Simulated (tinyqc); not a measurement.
Worked calculation: electron-beam lithography: double-Gaussian proximity function, edge placement and dose correction for parallel lines. Computed by tinyqc, a small Python program that keeps every step. Command: `OMP_NUM_THREADS=1 python tinyqc.py 3110515 3110516 out.jsonl proximity walk`. One thread of a shared host (Intel(R) Xeon(R) Processor @ 2.30GHz), about 0.01 s of CPU time with the checks. Intermediate numbers are printed to about 5 digits and carried at full precision; extremes and crossings named in words are read from the listed rows.

Lines are infinitely long. Absorbed energy is counted so that the middle of a very large area written at dose 1 receives 1; the resist develops where it exceeds 1/2.

Inputs (values chosen for the exercise, of the order of those for 100 keV electrons in resist on silicon):
```
quantity                               value               unit
forward range alpha                   0.0099         micrometre
backscatter range beta                    30         micrometre
backscatter ratio eta                   0.73                  -
base dose D0                             350  microcoulomb/cm^2
beam current                              10                 nA
pixel size                                 4                 nm
width of the test line                  0.22         micrometre
pattern density around the test line    0.41                  -
```

line widths (micrometre): 4.5  0.043  14  0.031

gaps between the lines (micrometre): 0.18  0.068  12

Constants: e = 1.602176634e-19 C.

## Layout

The first line starts at x = 0; each next one starts after the width and the gap.

Lines (micrometre):
```
line  left edge  right edge   centre
1         0.000       4.500   2.2500
2         4.680       4.723   4.7015
3         4.791      18.791  11.7910
4        30.791      30.822  30.8065
```

## Interaction matrix

f(r) = [exp(-r^2/alpha^2)/alpha^2 + eta exp(-r^2/beta^2)/beta^2]/(pi (1 + eta)). A line from a to b at dose d gives E(x) = d [S(alpha) + eta S(beta)]/(1 + eta), S(s) = [erf((b - x)/s) - erf((a - x)/s)]/2. M_ij is the mean of E at the two edges of line i from line j at dose 1.

M:
```
         1        2        3        4
1  0.32446  0.00034  0.09854  0.00010
2  0.03541  0.28936  0.10339  0.00012
3  0.03086  0.00031  0.39255  0.00016
4  0.01445  0.00016  0.07407  0.28926
```

## Dose correction

Uncorrected edge energies are M 1. Solve M d = 1/2 for the doses d that put the mean edge energy of every line at the threshold.

edge energies at dose 1: 1 0.42344, 2 0.42828, 3 0.42388, 4 0.37794

corrected doses: 1 1.1812, 2 1.1615, 3 1.1794, 4 1.3669

largest over smallest dose = 1.1769

Line 4 needs the most and line 2 the least; a narrow isolated line much wider than alpha would need 1 + eta = 1.73.

## Printed widths

Edges are the roots of E(x) = 1/2 between a line centre and the middle of the next gap. Three cases: dose 1 everywhere; one common dose equal to the mean of d; the corrected doses.

Width error, printed less drawn (nm):
```
line  drawn width (nm)   dose 1  mean dose  corrected
1                 4500  -4.7378     0.8723   1.70e-05
2                   43  -4.4273     1.1663          0
3                14000  -4.7094     0.8989   5.00e-06
4                   31  -7.7975    -1.8970          0
```

With the common mean dose the errors span 3.1 nm. With corrected doses the largest error is below 0.01 nm.

## Dose to size and latitude

A test line of width w << beta in surroundings of density rho, all at dose d: near its edge E(x) = d [S + eta rho]/(1 + eta), S = [erf((b - x)/alpha) - erf((a - x)/alpha)]/2 for edges a and b, the second term being the background energy. Dose to size d_s = (1 + eta)/(erf(w/alpha) + 2 eta rho), dose = d_s D0; edge slope d [1 - exp(-w^2/alpha^2)]/(sqrt(pi) alpha (1 + eta)); width change per 1 % of dose = 2 x 0.01 x (1/2)/slope.

dose to size d_s = 1.0822

dose = 378.77 microcoulomb/cm^2

edge slope = 0.035649 1/nm

width change per 1 % of dose = 0.28051 nm

background energy = 0.18723

The background supplies 37 % of the threshold.

## Shot noise and writing time

With dose = d_s D0: electrons per pixel N = dose x pixel area/e; relative noise 1/sqrt(N); time per cm^2 of pattern area = dose x density/current; pixel rate = current/(dose x pixel area).

electrons per pixel = 378.25

shot noise = 5.1417 %

writing time per cm^2 = 4.3138 h

pixel rate = 165.01 MHz

Checks made by the program: corrected edge energies (relative difference below 1e-10).
